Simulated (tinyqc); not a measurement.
# Worked calculation: absorption edge of a degenerate semiconductor, band filling against gap narrowing

tinyqc, about 0.01 s, one thread, Intel Xeon 2.30GHz (shared host): `OMP_NUM_THREADS=1 python tinyqc.py 2330160 2330161 out.jsonl` Printed values are rounded.

n-type, parabolic bands, full ionisation. eta = (EF - Ec)/kB T solves N = Nc F12(eta), F12(x) = (2/sqrt(pi)) int_0^infinity sqrt(u)/(1 + exp(u - x)) du. The gap shrinks rigidly by dEg = a3 y^(1/3) + a4 y^(1/4) + a2 y^(1/2), y = N/1e18 cm^-3, an empirical law that is here taken as the true narrowing.

Parameters, values chosen for the exercise; band and dielectric values close to those of In0.53Ga0.47As: temperature T = 250 K; band gap Eg = 0.73 eV; conduction-band density of states at 250 K, from me Nc = 1.6e17 cm^-3; electron mass me = 0.0412 m0; hole mass mh = 0.449 m0; ionised donor density N = 2.4e17 cm^-3; coefficient of (N/1e18)^(1/3) a3 = 11.1 meV; coefficient of (N/1e18)^(1/4) a4 = 3.4 meV; coefficient of (N/1e18)^(1/2) a2 = 3.1 meV.

Constants: q = 1.602176634e-19 C, kB = 1.380649e-23 J/K, h = 6.62607015e-34 J s, c = 299792458 m/s, Vt = kB T/q. Results are converted to the units shown.

Range of the model: Band tails, non-parabolic bands and incomplete ionisation are left out.

## Iteration 1: Fermi level

eta at the start (Boltzmann value) = 0.4055

Newton step on ln F12(eta) = ln(N/Nc): eta(new) = eta - ln(Nc F12/N) F12/Fm, Fm(x) = dF12/dx = (1/sqrt(pi)) int_0^infinity u^(-1/2)/(1 + exp(u - x)) du.

F12 = 1.04290
Fm = 0.767718
eta after iteration 1 = 0.899242

## Course of the iteration

Stop when eta changes by less than 1e-9.

Course of the iteration:

| iteration | eta | change |
|---|---|---|
| 1 | 0.899242 | 0.494 |
| 2 | 0.925065 | 0.0258 |
| 3 | 0.925137 | 7.17e-5 |
| 4 | 0.925137 | 5.53e-10 |

Converged in 4 iterations.

## The optical edge

converged eta = 0.925137

Vertical transitions need an empty final state: the edge is taken where the state lies 4 kB T below EF, E_opt = Eg - dEg + (1 + me/mh) max(eta - 4, 0) kB T; wavelength h c/(q E_opt).

dEg = 10.7965 meV
EF - Ec = 19.9305 meV
filling shift = 0 meV
E_opt = 0.719204 eV
wavelength = 1723.91 nm

The edge lies 10.8 meV below the undoped gap: narrowing outweighs filling.
